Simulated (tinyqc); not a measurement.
Resistance of a source-drain extension with a graded tip: one step of the calculation.

y runs along the channel, the gate covers y > 0. The doping is N0 for y < y0 and N0 10^(-(y - y0)/la) beyond, uniform over the depth xj. Sheet conductance s(y) = q mu(N) max(N - Nch, 0) xj + (for y > 0) ma Cox Vo, with mu(N) = u0 + (u1 - u0)/(1 + (N/Nr)^au) and Cox = eps0 eox/tox. Current is taken as one-dimensional; depletion of the tip, spreading and the contact are left out. The metallurgical junction lies at yj, where N = Nch.

Question. Sheet resistances and junction position. yj = y0 + la log10(N0/Nch); sheet resistance of the full extension 1/[q mu(N0)(N0 - Nch) xj] and of the gate-induced layer 1/(ma Cox Vo); metallurgical length Lg - 2 yj; ye is where the doped and the gate-induced conductances are equal.

Inputs (values chosen for the exercise); mobility law close to that of electrons in silicon:
```
symbol,value,unit,meaning
eox,24.6,,relative permittivity of the gate insulator (close to zirconium oxide)
tox,4.5,nm,insulator thickness
N0,8.2e19,cm^-3,active doping of the extension far from the gate
la,4.1,nm/decade,lateral abruptness
y0,0.5,nm,position under the gate where the fall begins (gate edge at 0)
xj,18,nm,depth of the extension
Nch,6.1e17,cm^-3,channel doping
Vo,0.62,V,gate overdrive
ma,120,cm^2/(V s),mobility of the gate-induced layer
u1,1414,cm^2/(V s),mobility at low doping
u0,68.5,cm^2/(V s),mobility at high doping
Nr,9.2e16,cm^-3,reference doping
au,0.711,,exponent
Lg,40,nm,gate length
```

Constants: q = 1.602176634e-19 C, eps0 = 8.8541878128e-14 F/cm where lengths are in cm. Results are converted to the units shown.

Give: yj; sheet resistance of the extension; sheet resistance of the induced layer; metallurgical length; ye; N at ye.

Answer.

yj = 9.227 nm
sheet resistance of the extension = 538.2 ohm/square
sheet resistance of the induced layer = 2777 ohm/square
metallurgical length = 21.55 nm
ye = 3.917 nm
N at ye = 1.204e19 cm^-3

The gate takes over 5.31 nm before the junction, where N is still 19.7 times the channel doping.

Computed by the program tinyqc: `OMP_NUM_THREADS=1 python tinyqc.py 2282291 2282292 out.jsonl`, one thread of a shared Intel Xeon 2.30GHz, about 0.03 s for the whole run.
